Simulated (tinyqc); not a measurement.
Slater-Koster s-d bands of a bcc metal: one step. Levels and character. Three cases, with inputs chosen for the exercise.

Question. Diagonalise H; t2g is xy, yz, zx and eg the other two.

Give: levels; weights.

Case 1.

H(k) (eV):
```
               s        xy        yz        zx      x2-y2     3z2-r2
s       6.772469  0.256659         0         0          0          0
xy      0.256659  1.402385         0         0          0   0.362117
yz             0         0  2.998513  0.509163          0          0
zx             0         0  0.509163  1.433009          0          0
x2-y2          0         0         0         0  -2.297520  -0.874646
3z2-r2         0  0.362117         0         0  -0.874646  -3.346987
```

Answer.

levels (eV): -3.8612  -1.8121  1.2820  1.4188  3.1495  6.7847

weights:
```
     band 1  band 2  band 3  band 4  band 5  band 6
s     0.000   0.000   0.000   0.002   0.000   0.998
t2g   0.004   0.003   1.000   0.991   1.000   0.002
eg    0.996   0.997   0.000   0.007   0.000   0.000
```

Case 2.

H(k) (eV):
```
                s         xy         yz         zx      x2-y2     3z2-r2
s        4.326215   0.988081  -0.227053   1.062928          0          0
xy       0.988081  -0.770391   1.603440  -0.342513          0   0.880406
yz      -0.227053   1.603440  -0.477446   1.490533  -0.175206   0.101155
zx       1.062928  -0.342513   1.490533  -0.806995  -0.820209  -0.473548
x2-y2           0          0  -0.175206  -0.820209   1.237086  -0.231398
3z2-r2          0   0.880406   0.101155  -0.473548  -0.231398   1.029246
```

Answer.

levels (eV): -3.2559  -1.0881  0.7819  1.5173  1.8622  4.7203

weights:
```
     band 1  band 2  band 3  band 4  band 5  band 6
s     0.027   0.000   0.016   0.000   0.039   0.917
t2g   0.966   0.755   0.566   0.244   0.389   0.079
eg    0.006   0.245   0.418   0.755   0.572   0.003
```

Case 3.

H(k) (eV):
```
               s        xy        yz        zx      x2-y2     3z2-r2
s       9.118179  0.832813         0         0          0          0
xy      0.832813  0.992224         0         0          0   0.826113
yz             0         0  2.408190  1.260646          0          0
zx             0         0  1.260646  1.185122          0          0
x2-y2          0         0         0         0  -1.532671  -0.756665
3z2-r2         0  0.826113         0         0  -0.756665  -2.681993
```

Answer.

levels (eV): -3.1923  -1.2126  0.3955  1.0974  3.1978  9.2032

weights:
```
     band 1  band 2  band 3  band 4  band 5  band 6
s     0.000   0.000   0.000   0.010   0.000   0.990
t2g   0.032   0.022   1.000   0.935   1.000   0.010
eg    0.968   0.978   0.000   0.054   0.000   0.000
```

Computed by tinyqc, one run a case: `OMP_NUM_THREADS=1 python tinyqc.py N N+1 out.jsonl` with N = 1450813, 1451520, 1452255; one thread of a shared Intel(R) Xeon(R) Processor @ 2.30GHz, about 0.06 s a run at most.
